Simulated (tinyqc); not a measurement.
# p-n diode, drift-diffusion by the Gummel loop with Scharfetter-Gummel fluxes: effects of single changes

Abrupt junction at x = 0, p side from -Lp, n side to Ln, ohmic contacts. psi is counted from the intrinsic level; n = ni exp((psi - phin)/Vt), p = ni exp((phip - psi)/Vt). Contacts: p side psi = V - Vt ln(Na/ni), p = Na, n = ni^2/Na; n side psi = Vt ln(Nd/ni), n = Nd, p = ni^2/Nd. Constant mobilities, D = mu Vt, Boltzmann statistics, SRH recombination through a mid-gap level, U = (n p - ni^2)/(tp (n + ni) + tn (p + ni)). Current is positive from the p contact to the n contact.

Parameters, values chosen for the exercise; band and dielectric values those of a made-up semiconductor: temperature T = 300 K; band gap Eg = 0.947 eV; relative permittivity eps_r = 15.2; conduction-band density of states at T Nc = 3.18e19 cm^-3; valence-band density of states at T Nv = 2.48e19 cm^-3; acceptor density of the p side Na = 1.2e16 cm^-3; donor density of the n side Nd = 2.6e16 cm^-3; electron mobility mun = 1200 cm^2/(V s); hole mobility mup = 430 cm^2/(V s); SRH lifetime of electrons tn = 2e-8 s; SRH lifetime of holes tp = 3e-8 s; length of the p side Lp = 4.6 um; length of the n side Ln = 2.3 um; uniform generation rate G = 0 cm^-3 s^-1.

Constants: q = 1.602176634e-19 C, kB = 1.380649e-23 J/K, Vt = kB T/q, eps0 = 8.8541878128e-14 F/cm where lengths are in cm. Results are converted to the units shown.

Each table varies one quantity; the others keep the values above.

## Current against voltage in the dark

ni = sqrt(Nc Nv) exp(-Eg/(2 Vt)), Eg in volts. Poisson and both continuity equations are solved self-consistently with Scharfetter-Gummel fluxes on a graded mesh of 500 nodes. J_scr is q times the integral of U between -xp and xn. Ideal diffusion current J_id = q ni^2 [Dn coth(wp/Le)/(Le Na) + Dp coth(wn/Lh)/(Lh Nd)] (exp(V/Vt) - 1), Le = sqrt(Dn tn), Lh = sqrt(Dp tp), wp = Lp - xp, wn = Ln - xn, with xp and xn from the depletion approximation (W = sqrt(2 eps0 eps_r (Vbi - V)(1/Na + 1/Nd)/q), xp = W Nd/(Na + Nd), xn = W Na/(Na + Nd), Vbi = Vt ln(Na Nd/ni^2)). Ideality factor = 0.004 V/(Vt ln[J(V + 0.004 V)/J(V)]). Here G = 0.

In this table G = 0 cm^-3 s^-1.

Current against voltage in the dark:

| V (V) | J (A/cm^2) | ideality factor | J_scr/J (%) | J_id (A/cm^2) | share recombining at the contacts (%) | larger minority/doping at -xp and xn |
|---|---|---|---|---|---|---|
| 0.12 | 4.91e-5 | 1.43 | 72.3 | 1.36e-5 | 24.3 | 1.10e-7 |
| 0.16 | 1.50e-4 | 1.33 | 57.0 | 6.44e-5 | 37.7 | 5.14e-7 |
| 0.2 | 5.05e-4 | 1.21 | 40.2 | 3.03e-4 | 52.4 | 2.40e-6 |
| 0.24 | 0.00190 | 1.12 | 25.6 | 0.00142 | 65.2 | 1.12e-5 |
| 0.28 | 0.00782 | 1.07 | 15.1 | 0.00666 | 74.4 | 5.19e-5 |
| 0.32 | 0.0340 | 1.04 | 8.55 | 0.0312 | 80.0 | 2.40e-4 |
| 0.37 | 0.223 | 1.02 | 4.13 | 0.215 | 83.8 | 0.00162 |
| 0.41 | 1.02 | 1.02 | 2.29 | 1.01 | 85.5 | 0.00730 |
| 0.45 | 4.58 | 1.05 | 1.24 | 4.73 | 86.6 | 0.0313 |

J rises from 4.91e-5 to 4.58 A/cm^2; the ideality factor goes from 1.43 through a minimum of 1.02 (at V = 0.37 V among the rows listed) to 1.05. Recombination in the depleted layer carries over half of the current up to V = 0.16 V, where the factor is 1.33; it grows roughly as exp(V/2 Vt), so diffusion overtakes it. Where the factor is lowest (V = 0.37 V), J is 3.7 % above the ideal diffusion current.

## Effect of the hole mobility at fixed bias

Same model as above.

In this table V = 0.32 V.

Results:

| mup (cm^2/(V s)) | J (A/cm^2) | ideality factor | J_scr/J (%) | J_id (A/cm^2) | share recombining at the contacts (%) | larger minority/doping at -xp and xn |
|---|---|---|---|---|---|---|
| 43 | 0.0276 | 1.05 | 10.5 | 0.0248 | 75.6 | 2.40e-4 |
| 71 | 0.0281 | 1.05 | 10.3 | 0.0253 | 75.9 | 2.40e-4 |
| 120 | 0.0289 | 1.04 | 10.1 | 0.0261 | 76.6 | 2.40e-4 |
| 190 | 0.0301 | 1.04 | 9.67 | 0.0272 | 77.4 | 2.40e-4 |
| 320 | 0.0322 | 1.04 | 9.03 | 0.0294 | 78.9 | 2.40e-4 |
| 860 | 0.0411 | 1.03 | 7.08 | 0.0383 | 83.5 | 2.40e-4 |

Estimate the missing row, mup = 520 cm^2/(V s).

Computed row:

| mup (cm^2/(V s)) | J (A/cm^2) | ideality factor | J_scr/J (%) | J_id (A/cm^2) | share recombining at the contacts (%) | larger minority/doping at -xp and xn |
|---|---|---|---|---|---|---|
| 520 | 0.0355 | 1.04 | 8.19 | 0.0327 | 80.9 | 2.40e-4 |

With this row back in the table: As mup rises from 43 to 860, J rises from 0.0276 to 0.0411 A/cm^2, the share of the depleted layer falls from 10.5 to 7.08 % and the share lost at the contacts rises from 75.6 to 83.5 %. The exponent d ln J/d ln mup is 0.03 between the first two rows and 0.29 between the last two. J less J_scr is 0.34 % below J_id in the last row.

Program tinyqc, `OMP_NUM_THREADS=1 python tinyqc.py 2240103 2240104 out.jsonl`; Intel Xeon 2.30GHz, shared host, one thread, about 0.1 s.
